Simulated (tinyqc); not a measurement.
Deep level as a short-range spherical well, step by step. Values are carried at full precision from step to step, so a last printed digit may differ when a step is redone from the rounded ones.

A spherical well of radius R and depth V0 below the conduction edge, one mass m, c = hbar^2/2m0. The s level at binding Et solves k cot(k R) = -kappa with k = sqrt(m (V0 - Et)/c), kappa = sqrt(m Et/c); it exists for V0 > Vc = c (pi/2R)^2/m. Outside, psi falls as exp(-kappa r)/r.

Constants: hbar^2/2m0 = 3.80998211 eV angstrom^2; fine-structure constant alpha = 0.007297352564; hc = 1239.841984 eV nm; kB = 8.617333262e-05 eV/K; hbar = 6.58211957e-16 eV s.

Values chosen for the exercise (near those of GaN; not measured data): R = 4.8 angstrom (radius of the well); V0 = 3.54 eV (depth of the well); m = 0.208 m0 (mass); n_r = 2.35 (refractive index); gv = 1 (valleys); sn = 0.13 x 1e-16 cm^2 (capture cross-section); T = 200 K (temperature).

## The bound level

Solve for Et; the share outside is [sin^2(kR)/(2 kappa)]/[sin^2(kR)/(2 kappa) + R/2 - sin(2kR)/(4k)].

Et = 0.4991 eV
k = 0.4074 1/angstrom
kappa = 0.1651 1/angstrom
share outside = 0.479
Vc = 1.962 eV

The well is 1.80 times the critical depth. Since dEt/dV0 equals the share inside, 0.52, a 1 % change of V0 moves Et by 3.7 %. The decay length is 6.1 angstrom, 1.3 times R.

## Peak of the photo-ionisation cross-section

Lucovsky model (delta well, plane-wave final states, no local-field factor): sigma = (32 pi alpha c/(3 n_r m Et)) (x - 1)^(3/2)/x^3, x = h nu/Et, c = hbar^2/2m0; 1 angstrom^2 = 1e-16 cm^2.

The maximum lies at x = 2. Give the photon energy, its wavelength and sigma there.

h nu = 0.998 eV
wavelength = 1242 nm
sigma = 47.7 x 1e-18 cm^2

With 48 % of the state outside the well the delta-well form is only a rough model of this centre.

## Thermal emission

Thermal emission e = sn v Nc exp(-Et/kB T), v = sqrt(6 c kB T/m)/hbar, Nc = 2 gv (m kB T/(4 pi c))^(3/2), c = hbar^2/2m0, one mass for both, degeneracy ratio 1; 1 angstrom = 1e-8 cm.

Give v, Nc, e and 1/e.

v = 2.091 x 1e7 cm/s
Nc = 1.296 x 1e18/cm^3
e = 9.31e-05 1/s
1/e = 1.07e+04 s

## Checks

- Et from the radial equation on a grid against the matching condition, eV: both 0.50.

Run: tinyqc, `OMP_NUM_THREADS=1 python tinyqc.py 1252474 1252475 out.jsonl`; Intel(R) Xeon(R) Processor @ 2.30GHz, one thread, shared host; about 0.01 s of CPU time with all checks.
